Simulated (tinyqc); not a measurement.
# Frequency dispersion of an accumulation capacitance by border traps, distributed model: two studies

Traps spread evenly through the insulator exchange electrons with the semiconductor by tunnelling, with tau(x) = t0 exp(2 ka x) at depth x from the interface. The admittance per area Y seen at depth x obeys dY/dx = -Y^2/(i w eps0 eox) + q Nb ln(1 + i w tau)/tau, with Y(0) = i w Cs and w = 2 pi f; the gate sees Y(tox) = G + i w C. Working variable y = Y/(i w), in uF/cm^2. Cox = eps0 eox/tox.

Values chosen for this exercise; permittivity close to that of aluminium oxide: relative permittivity of the insulator eox = 8.91; insulator thickness tox = 11 nm; semiconductor capacitance in accumulation Cs = 0.81 uF/cm^2; density of border traps Nb = 3.3e18 cm^-3 eV^-1; decay constant of the wave function in the insulator ka = 3.6 1/nm; time constant of a trap at the interface t0 = 1e-11 s; frequency f = 1e6 Hz.

Constants: q = 1.602176634e-19 C, eps0 = 8.8541878128e-14 F/cm where lengths are in cm. Results are converted to the units shown.

Each table varies one quantity; the others keep the values above.

## Capacitance and loss against frequency

Cox; trap-free value 1/(1/Cox + 1/Cs); response depth d = ln(1/(w t0))/(2 ka), where w tau = 1; lumped estimate: all traps within d act as C_bt = q Nb d placed at d/2, so C = 1/{1/[1/(1/Cs + d/(2 eps0 eox)) + C_bt] + (tox - d/2)/(eps0 eox)}. C and G from a fine integration; dispersion -d C/d log10 f over C, from f times and over 1.1. For a broad spread of time constants G/w is close to -(pi/2) dC/d ln w.

The same in every row: trap-free C (uF/cm^2) = 0.3804.

Capacitance and loss against frequency:
```
f (Hz)  d (nm)  C (uF/cm^2)  G/w (uF/cm^2)  dispersion (% a decade)  -(pi/2) dC/d ln w (uF/cm^2)  lumped C (uF/cm^2)
10       2.943       0.4248       0.003800                    1.311                     0.003799              0.4217
100      2.623       0.4193       0.003649                    1.275                     0.003648              0.4165
1000     2.303       0.4141       0.003503                    1.240                     0.003502              0.4115
10000    1.983       0.4090       0.003363                    1.205                     0.003362              0.4067
1e5      1.664       0.4042       0.003228                    1.170                     0.003227              0.4020
1e6      1.344       0.3996       0.003098                    1.136                     0.003097              0.3975
1e7      1.024       0.3951       0.002971                    1.102                     0.002971              0.3932
```

C falls from 0.4248 to 0.3951 uF/cm^2, towards the trap-free 0.3804; each decade of frequency removes ln 10/(2 ka) = 0.320 nm from the response depth. The dispersion falls from 1.31 to 1.10 % a decade and G/w falls from 0.00380 to 0.00297 uF/cm^2. G/w stays at 1.00 times -(pi/2) dC/d ln w, the relation for a broad spread of time constants.

## Effect of the insulator thickness

Same model as above.

The same in every row: d (nm) = 1.344.

Effect of the insulator thickness:
columns A: tox (nm); B: C (uF/cm^2); C: G/w (uF/cm^2); D: dispersion (% a decade); E: -(pi/2) dC/d ln w (uF/cm^2); F: lumped C (uF/cm^2); G: trap-free C (uF/cm^2)
```
A         B         C       D         E       F       G
2    0.7341   0.01008   2.055   0.01029  0.7273  0.6720
2.8  0.6834  0.009059   1.942  0.009056  0.6773  0.6291
3.9  0.6239  0.007553   1.774  0.007550  0.6189  0.5784
5.4  0.5578  0.006036   1.586  0.006034  0.5537  0.5211
7.5  0.4857  0.004576   1.381  0.004575  0.4826  0.4576
10   0.4209  0.003437   1.197  0.003436  0.4186  0.3997
14   0.3469  0.002334  0.9864  0.002334  0.3453  0.3323
20   0.2745  0.001462  0.7805  0.001461  0.2735  0.2653
```

What does the table show?

As tox goes from 2 to 20, C falls from 0.734 to 0.274 uF/cm^2, the dispersion falls from 2.05 to 0.781 % a decade and G/w falls from 0.0101 to 0.00146 uF/cm^2. The lumped estimate is 0.93 % below C in the first row and 0.36 % below it in the last.

tinyqc, about 0.5 s, one thread, Intel Xeon 2.30GHz (shared host): `OMP_NUM_THREADS=1 python tinyqc.py 2202089 2202090 out.jsonl`
